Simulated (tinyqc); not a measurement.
Inside a calculation: armchair graphene nanoribbon in tight binding. Values are carried at full precision from step to step, so a last printed digit may differ when a step is redone from the rounded ones.

An armchair ribbon of N dimer lines, width (N - 1) sqrt3 acc/2, period 3 acc, one pz orbital a site. In line n, A_n binds to B_n with -t exp(ik/3), times (1 + d) in the two edge lines, and to B_(n-1) and B_(n+1) with -t exp(-ik/6); k runs from -pi to pi. For d = 0 the modes across the ribbon are sin(n p pi/(N + 1)), p = 1 to N, with E = -/+ t sqrt(1 + 4 c^2 + 4 c cos(k/2)), c = cos(p pi/(N + 1)).

Parameters, chosen for this exercise (near those used for graphene; shifted at random, so the results belong to these values and not to a real crystal): t = 2.66 eV (hopping); N = 6 (dimer lines); k = 0.16 (k times the period 3 acc); d = 0 (relative strengthening of the edge bonds).

## Transverse modes without edge correction

For each p give c, |E| at k = 0, t |1 + 2c|, and |E| at the given k.

Modes:
```
p        c  |E| at k = 0 (eV)  |E| at k (eV)
1   0.9010             7.4532         7.4477
2   0.6235             5.9770         5.9722
3   0.2225             3.8438         3.8412
4  -0.2225             1.4762         1.4830
5  -0.6235             0.6570         0.6986
6  -0.9010             2.1332         2.1522
```

N = 6 = 3 x 2 + 0. No mode has c = -1/2; the nearest, p = 5, leaves a gap of 1.3139 eV.

## The Hamiltonian at k

Fill in the matrix.

H(k) (eV):
```
                 A1               A2               A3               A4               A5               A6
A1                0                0                0                0                0                0
A2                0                0                0                0                0                0
A3                0                0                0                0                0                0
A4                0                0                0                0                0                0
A5                0                0                0                0                0                0
A6                0                0                0                0                0                0
B1  -2.6562+0.1418i  -2.6591-0.0709i                0                0                0                0
B2  -2.6591-0.0709i  -2.6562+0.1418i  -2.6591-0.0709i                0                0                0
B3                0  -2.6591-0.0709i  -2.6562+0.1418i  -2.6591-0.0709i                0                0
B4                0                0  -2.6591-0.0709i  -2.6562+0.1418i  -2.6591-0.0709i                0
B5                0                0                0  -2.6591-0.0709i  -2.6562+0.1418i  -2.6591-0.0709i
B6                0                0                0                0  -2.6591-0.0709i  -2.6562+0.1418i

                 B1               B2               B3               B4               B5               B6
A1  -2.6562-0.1418i  -2.6591+0.0709i                0                0                0                0
A2  -2.6591+0.0709i  -2.6562-0.1418i  -2.6591+0.0709i                0                0                0
A3                0  -2.6591+0.0709i  -2.6562-0.1418i  -2.6591+0.0709i                0                0
A4                0                0  -2.6591+0.0709i  -2.6562-0.1418i  -2.6591+0.0709i                0
A5                0                0                0  -2.6591+0.0709i  -2.6562-0.1418i  -2.6591+0.0709i
A6                0                0                0                0  -2.6591+0.0709i  -2.6562-0.1418i
B1                0                0                0                0                0                0
B2                0                0                0                0                0                0
B3                0                0                0                0                0                0
B4                0                0                0                0                0                0
B5                0                0                0                0                0                0
B6                0                0                0                0                0                0
```

## Levels at k

Diagonalise H.

levels (eV): [-7.4477, -5.9722, -3.8412, -2.1522, -1.4830, -0.6986, 0.6986, 1.4830, 2.1522, 3.8412, 5.9722, 7.4477]

The levels come in pairs +E, -E because only A-B bonds occur.

## The gap with the edge correction

First order in d: for the mode p nearest to c = -1/2 the gap is 2t |1 + 2c + d w|, w = 4 sin^2(p pi/(N + 1))/(N + 1) being the weight on the two edge lines. Compare with twice the smallest |E| of H(0).

p = 5
w = 0.3493
gap to first order = 1.3139 eV
gap from H(0) = 1.3139 eV

With d = 0 the two agree.

## Checks

- Positive levels of H(k) for d = 0 against the mode formula: they agree to 1e-10 or better.

(tinyqc, `OMP_NUM_THREADS=1 python tinyqc.py 1452506 1452507 out.jsonl`, Intel(R) Xeon(R) Processor @ 2.30GHz, 1 thread, shared host, about 0.04 s.)
